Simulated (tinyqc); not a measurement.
p-n junction with a stepped n side, non-linear Poisson equation by Newton steps: one step of the calculation.

One dimension, p side on the left, n side on the right; net doping C = -Na for x < 0, +N1 for 0 < x < L1 and +Nd beyond. The potential psi is counted from the intrinsic level, and the quasi-Fermi potentials are flat: 0 for holes and -V for electrons, so n = ni exp((psi + V)/Vt) and p = ni exp(-psi/Vt) (Boltzmann statistics, full ionisation, no current). Under reverse bias this makes the minority densities vanishingly small everywhere; they play no part in the charge.

Problem. Densities, residual and Jacobian diagonal. n_i = ni exp((psi_i + V)/Vt), p_i = ni exp(-psi_i/Vt), rho_i = p_i - n_i + C_i, g_i = (n_i + p_i)/Vt. Box widths w_i = (h_(i-1) + h_i)/2 in cm. Residual F_i = a_i (psi_(i+1) - psi_i) - a_(i-1) (psi_i - psi_(i-1)) + q rho_i w_i; Jacobian: a_(i-1) and a_i beside the diagonal, b_i = -a_(i-1) - a_i - q g_i w_i on it. The two end nodes are fixed.

Inputs (values chosen for the exercise): temperature T = 300 K; bias of the p side against the n side V = -4.1 V.

Constants: q = 1.602176634e-19 C, kB = 1.380649e-23 J/K, Vt = kB T/q. Results are converted to the units shown.

| node | x (nm) | psi at the start (V) | net doping C (cm^-3) |
|---|---|---|---|
| 0 | -64.4 | -0.4982124 | -2.5e18 |
| 1 | -52.6 | -0.4982124 | -2.5e18 |
| 2 | -41.9 | -0.4982124 | -2.5e18 |
| 3 | -32.3 | -0.4982124 | -2.5e18 |
| 4 | -23.7 | -0.4982124 | -2.5e18 |
| 5 | -16 | -0.4982124 | -2.5e18 |
| 6 | -9.03 | -0.4982124 | -2.5e18 |
| 7 | -2.8 | -0.4982124 | -2.5e18 |
| 8 | 2.8 | 4.5107966 | 2.6e17 |
| 9 | 11.2 | 4.5107966 | 2.6e17 |
| 10 | 23.8 | 4.5107966 | 2.6e17 |
| 11 | 42.7 | 4.5107966 | 2.6e17 |
| 12 | 71 | 4.5107966 | 2.6e17 |
| 13 | 113 | 4.5107966 | 2.6e17 |
| 14 | 177 | 4.5107966 | 8.5e16 |
| 15 | 272 | 4.5107966 | 8.5e16 |
| 16 | 415 | 4.5107966 | 8.5e16 |
| 17 | 630 | 4.5107966 | 8.5e16 |

| interval | coupling a_i (F/cm^2) |
|---|---|
| 0 | 8.9292233e-7 |
| 1 | 9.8471808e-7 |
| 2 | 1.0975504e-6 |
| 3 | 1.2251725e-6 |
| 4 | 1.3683745e-6 |
| 5 | 1.5116906e-6 |
| 6 | 1.6912494e-6 |
| 7 | 1.8815149e-6 |
| 8 | 1.2543433e-6 |
| 9 | 8.3622885e-7 |
| 10 | 5.5748590e-7 |
| 11 | 3.7231390e-7 |
| 12 | 2.5086865e-7 |
| 13 | 1.6463255e-7 |
| 14 | 1.1091035e-7 |
| 15 | 7.3681703e-8 |
| 16 | 4.9006900e-8 |

ni = 1.0674329e10 cm^-3

Give: n; p; residual F; diagonal b.

Solution.

| node | n (cm^-3) | p (cm^-3) |
|---|---|---|
| 0 | 6.050e-68 | 2.500e18 |
| 1 | 6.050e-68 | 2.500e18 |
| 2 | 6.050e-68 | 2.500e18 |
| 3 | 6.050e-68 | 2.500e18 |
| 4 | 6.050e-68 | 2.500e18 |
| 5 | 6.050e-68 | 2.500e18 |
| 6 | 6.050e-68 | 2.500e18 |
| 7 | 6.050e-68 | 2.500e18 |
| 8 | 8.500e16 | 1.779e-66 |
| 9 | 8.500e16 | 1.779e-66 |
| 10 | 8.500e16 | 1.779e-66 |
| 11 | 8.500e16 | 1.779e-66 |
| 12 | 8.500e16 | 1.779e-66 |
| 13 | 8.500e16 | 1.779e-66 |
| 14 | 8.500e16 | 1.779e-66 |
| 15 | 8.500e16 | 1.779e-66 |
| 16 | 8.500e16 | 1.779e-66 |
| 17 | 8.500e16 | 1.779e-66 |

| node | residual F (1e-6 C/cm^2) | diagonal b (F/cm^2) |
|---|---|---|
| 1 | 0.000 | -1.931e-5 |
| 2 | 0.000 | -1.781e-5 |
| 3 | 0.000 | -1.642e-5 |
| 4 | 0.000 | -1.522e-5 |
| 5 | 0.000 | -1.424e-5 |
| 6 | 0.000 | -1.343e-5 |
| 7 | 9.425 | -1.274e-5 |
| 8 | -9.405 | -3.505e-6 |
| 9 | 0.029 | -2.644e-6 |
| 10 | 0.044 | -2.223e-6 |
| 11 | 0.066 | -2.173e-6 |
| 12 | 0.099 | -2.475e-6 |
| 13 | 0.149 | -3.207e-6 |
| 14 | 0.000 | -4.464e-6 |
| 15 | 0.000 | -6.453e-6 |
| 16 | 0.000 | -9.552e-6 |

Computed by the program tinyqc: `OMP_NUM_THREADS=1 python tinyqc.py 2000033 2000034 out.jsonl`, one thread of a shared Intel Xeon 2.30GHz, about 0.03 s for the whole run.
